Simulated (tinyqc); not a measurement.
Specific resistance of a metal-semiconductor contact and its transmission-line measurement: one step, computed by the program tinyqc. Command: `OMP_NUM_THREADS=1 python tinyqc.py 3020742 3020743 out.jsonl contact walk`. One thread of a shared host (Intel(R) Xeon(R) Processor @ 2.30GHz), about 0.01 s of CPU time with the checks.

The barrier is parabolic (depletion approximation), energies E are normal energies counted from the band edge in the neutral semiconductor (downwards for holes), and the bias is zero. xi is an input, held fixed when other inputs move.

Question. Current crowding. Transmission-line model: transfer length L_T = sqrt(rho_c/R_sh); R_c = (R_sh L_T/W) coth(d/L_T). Limits: rho_c/(W d) for d << L_T, sqrt(rho_c R_sh)/W for d >> L_T.

Inputs (values chosen for the exercise, modelled on n-type GaAs):
```
quantity,value,unit
temperature T,200,K
sheet resistance R_sh,120,ohm
contact length d,16,micrometre
contact width W,0.67,micrometre
```

Image-force lowering: included.

specific contact resistance rho_c = 1.435889e-06 ohm cm^2

Give: transfer length L_T; d/L_T; contact resistance R_c; R_c W; short-contact limit; long-contact limit.

Answer.

transfer length L_T = 1.094 micrometre

d/L_T = 14.63

contact resistance R_c = 195.9 ohm

R_c W = 131.3 ohm micrometre

short-contact limit = 13.39 ohm

long-contact limit = 195.9 ohm

The contact is long: current crowds at the front edge, and more length does not help.
